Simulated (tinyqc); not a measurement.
Six-band Luttinger-Kohn model with strain: sweeps and comparisons. A value that a table varies takes the place of the one given here.

Six-band Luttinger-Kohn model in the basis |3/2,3/2>, |3/2,1/2>, |3/2,-1/2>, |3/2,-3/2>, |1/2,1/2>, |1/2,-1/2>, electron energies, zero at the top of the unstrained valence band. H = -[rows: (P+Q, -S, R, 0, -S/r2, r2 R); (-S*, P-Q, 0, R, -r2 Q, r32 S); (R*, 0, P-Q, S, r32 S*, r2 Q); (0, R*, S*, P+Q, -r2 R*, -S*/r2); (-S*/r2, -r2 Q, r32 S, -r2 R, P+Dso, 0); (r2 R*, r32 S*, r2 Q, -S/r2, 0, P+Dso)], r2 = sqrt(2), r32 = sqrt(3/2). Levels are twofold.

P = c g1 k^2 - av tr(e); Q = c g2 (kx^2 + ky^2 - 2 kz^2) - (b/2)(exx + eyy - 2 ezz); R = c sqrt3 [-g2 (kx^2 - ky^2) + 2i g3 kx ky] + (sqrt3/2) b (exx - eyy) - i d exy; S = 2 c sqrt3 g3 (kx - i ky) kz - d (exz - i eyz); c = hbar^2/2m0, e the strain tensor (not engineering shear).

s11 = (C11 + C12)/((C11 - C12)(C11 + 2 C12)), s12 = -C12/((C11 - C12)(C11 + 2 C12)), s44 = 1/C44; exx = s11 sxx + s12 (syy + szz) and cyclic, exy = s44 sxy/2; tension is positive. A uniaxial stress X along the unit vector n is s_ij = X n_i n_j.

Constants: hbar^2/2m0 = 3.80998211 eV angstrom^2.

Parameters, chosen for this exercise (near those of GaP; the results hold for these values, not for the real material):
```
symbol  value           unit  meaning
Dso     0.08            eV    spin-orbit splitting
g1      4.06                  Luttinger gamma1
g2      0.49                  gamma2
g3      1.25                  gamma3
av      1.72            eV    valence hydrostatic potential
b       -1.61           eV    tetragonal shear potential
d       -4.62           eV    trigonal shear potential
C11     141.4           GPa
C12     61.7            GPa
C44     69.9            GPa
load    uniaxial [001]        kind of stress
X1      0.6             GPa   size of the stress
E_h     5               meV   hole energy below the top
X       -2.41           GPa   stress
```

## Sweep of a uniaxial [001] stress

Edges at k = 0 and curvature masses of the top pair along [110] and [001] (step 0.0002 1/angstrom); at zero stress the top is fourfold and has no single curvature.

Edges and masses:
```
X (GPa)  top (eV)  second (eV)  third (eV)  splitting (meV)  m [110]  m [001]
-2.10      0.0533      -0.0561     -0.1181            109.3    0.317    0.170
-1.40      0.0324      -0.0374     -0.1023             69.7    0.312    0.173
-0.70      0.0137      -0.0187     -0.0886             32.4    0.301    0.180
0.00       0.0000       0.0000     -0.0800              0.0        -        -
0.70       0.0187      -0.0040     -0.0810             22.7    0.220    0.325
1.40       0.0374       0.0026     -0.0927             34.8    0.220    0.325
2.10       0.0561       0.0153     -0.1104             40.8    0.220    0.325
```

What can be read from the table?

The splitting reaches 109.3 meV under compression and 40.8 meV under the same tension; linear shear terms alone would make the two equal, and the difference comes from the coupling to the split-off band. At the ends of the sweep the top pair has a mass along [110] of 0.317 under compression and 0.220 under tension, so tension gives the lighter holes along [110]; along [001] it has 0.170 and 0.325. The top edge itself moves by +53 and +56 meV. The ends of the sweep mean strains up to 2.0 %, beyond the range of linear deformation potentials.

## Which stress helps holes along [110]

Each load has size X1 (biaxial: sxx = syy); masses are curvatures of the top pair at k = 0.

Results:
```
load                         splitting (meV)  top edge (meV)  m [110]  m [001]
uniaxial [110], compression             26.1            10.6    0.140    0.299
uniaxial [110], tension                 19.5            15.5    0.505    0.217
uniaxial [100], compression             27.3            11.3    0.226    0.299
uniaxial [100], tension                 20.2            16.0    0.262    0.220
uniaxial [111], compression             25.7            10.3    0.171    0.246
uniaxial [111], tension                 19.3            15.3    0.356    0.246
biaxial (001), compression              20.2             4.3    0.220    0.325
biaxial (001), tension                  27.3            23.0    0.299    0.182
```

What can be read from the table?

The lightest mass along [110] (0.140) comes with uniaxial [110], compression. The largest splitting (27.3 meV) comes with uniaxial [100], compression; biaxial (001), tension. The heaviest mass along [001] (0.325), which lowers the confinement energy in a (001) channel, comes with biaxial (001), compression. The splitting per GPa follows b (s11 - s12) for loads along cube axes and d s44 for [111]: here 2 |b| (s11 - s12) = 40.4 and |d| s44/sqrt3 = 38.2 meV per GPa in the limit of large Dso; where the splitting nears Dso, mixing with the split-off band makes it depend on the sign of the load.

## Warping of the constant-energy contours (six-band Luttinger-Kohn model)

No strain (e = 0). In the plane kz = 0, |k| where the top and second pairs lie E_h below the top, against the angle from [100]; m = c k^2/E_h.

Contours:
```
angle (degrees)  k top (1/angstrom)  k second (1/angstrom)  m top (m0)  m second (m0)
0                            0.0206                 0.0162       0.325          0.199
9                            0.0213                 0.0159       0.345          0.193
18                           0.0228                 0.0154       0.396          0.181
27                           0.0247                 0.0149       0.466          0.170
36                           0.0265                 0.0146       0.534          0.164
45                           0.0272                 0.0146       0.563          0.161
```

How do the results move?

The heavy contour reaches 1.317 times as far along [110] as along [100], the light one 0.900 times. The warping follows g3 - g2 = 0.76 and would vanish for g2 = g3. Along [100] the heavy mass is 1/(g1 - 2 g2) = 0.325 at any energy, while the light one is 0.1994, against 1/(g1 + 2 g2) = 0.1984 at the edge, for E_h/Dso = 0.06.

## What each parameter does

Edges at k = 0 under a uniaxial [001] stress X and the curvature mass of the top pair along [110] (step 0.0002 1/angstrom). Each row changes one parameter from the base and keeps the others.

Results:
```
case              top (eV)  second (eV)  third (eV)  mass (m0)
base                0.0629      -0.0643     -0.1255      0.318
g1 = 4.872          0.0629      -0.0643     -0.1255      0.253
C11 = 113.12 GPa    0.1122      -0.0930     -0.1518      0.321
av = 1.376 eV       0.0661      -0.0612     -0.1224      0.318
g3 = 1              0.0629      -0.0643     -0.1255      0.318
C44 = 83.88 GPa     0.0629      -0.0643     -0.1255      0.318
g2 = 0.588          0.0629      -0.0643     -0.1255      0.338
X = -1.928 GPa      0.0480      -0.0515     -0.1141      0.316
```

What does this show?

The largest shifts from the base row, up to three for each result and ties (the steps differ in size, so this ranks the rows, not the parameters). top (eV): C11 +0.0493, X -0.0149, av +0.0031; unchanged at the printed digits by g1, g3, C44 and g2. second (eV): C11 -0.0286, X +0.0129, av +0.0031; unchanged at the printed digits by g1, g3, C44 and g2. third (eV): C11 -0.0263, X +0.0114, av +0.0031; unchanged at the printed digits by g1, g3, C44 and g2. mass (m0): g1 -0.065, g2 +0.020, C11 +0.003; unchanged at the printed digits by av, g3 and C44. The Luttinger parameters multiply k^2 and cannot move the edges; av shifts all edges alike and leaves the mass.

Run: tinyqc, `OMP_NUM_THREADS=1 python tinyqc.py 1051202 1051203 out.jsonl`; Intel(R) Xeon(R) Processor @ 2.30GHz, one thread, shared host; about 0.04 s of CPU time with all checks.
